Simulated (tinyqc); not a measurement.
Worked calculation: phonon-assisted absorption at an indirect gap. Values are carried at full precision from step to step, so a last printed digit may differ when a step is redone from the rounded ones.

alpha(E) = sum_j A_j [N_j (E - Eg + w_j)^2 + (N_j + 1)(E - Eg - w_j)^2], each bracket counted only where its base is positive; N_j = 1/(exp(w_j/kB T) - 1). The first term absorbs a phonon and the second emits one; excitons and direct transitions are left out.

Constants: kB = 8.617333262e-05 eV/K.

Parameters, chosen for this exercise (loosely those of AlAs at room temperature; Eg is not tied to T; shifted at random, so the results belong to these values and not to a real crystal): Eg = 2.153 eV (indirect gap, held fixed unless listed); w = (43.7, 13.6) meV (two zone-edge phonons); A = (5900, 870) 1/(cm eV^2) (their strengths); T = 200 K; E = 2.193 eV (photon energy); nr = 3.08 (refractive index); d = 15 micrometre (thickness); xj = 0.05 micrometre (dead layer at the surface); W = 7 micrometre (depleted width); L = 2.7 micrometre (minority diffusion length below it).

## The four branches at one energy

Evaluate the occupations and each term.

N_j: 0.08603  0.8323

terms with phonon absorption (1/cm): 3.556  2.080

terms with phonon emission (1/cm): 0  1.111

alpha = 6.747 1/cm
wavelength hc/E (hc = 1239.841984 eV nm) = 565.4 nm

Phonon absorption supplies 83.5 % of alpha; the depth 1/alpha is 1.48e+03 micrometre.

## What a slab does with it

Slab of thickness d in air, incoherent passes: R = ((nr - 1)/(nr + 1))^2, x = exp(-alpha d); transmitted Tr = (1 - R)^2 x/(1 - R^2 x^2), reflected Rt = R + (1 - R)^2 R x^2/(1 - R^2 x^2), absorbed Ab = (1 - R)(1 - x)/(1 - R x).

d in cm is 1e-4 times the value in micrometres.

R = 0.2599
x = 0.9899
Tr = 0.5807
Rt = 0.4093
Ab = 0.0100

A single pass would absorb (1 - R)(1 - x) = 0.0075; the back face adds 0.0026.

## Quantum efficiency of a diode

Photodiode (Gaertner form with a dead layer): QE = (1 - R) exp(-alpha xj) [1 - exp(-alpha W)/(1 + alpha L)], R = ((nr - 1)/(nr + 1))^2; responsivity = QE/E in A/W for E in eV.

Evaluate the factors; 1 micrometre = 1e-4 cm.

passes the dead layer = 1.0000
collected share = 0.0065
QE = 0.0048
responsivity = 0.0022 A/W

Without diffusion from below the collected share would be 0.0047.

## Checks

- Tr + Rt + Ab against 1: both 1.000000.

Computed by tinyqc, a small Python program: `OMP_NUM_THREADS=1 python tinyqc.py 1680946 1680947 out.jsonl` (the numbers bound the seed that draws the inputs); one thread of a shared host (Intel(R) Xeon(R) Processor @ 2.30GHz), about 0.01 s for the whole set of steps.
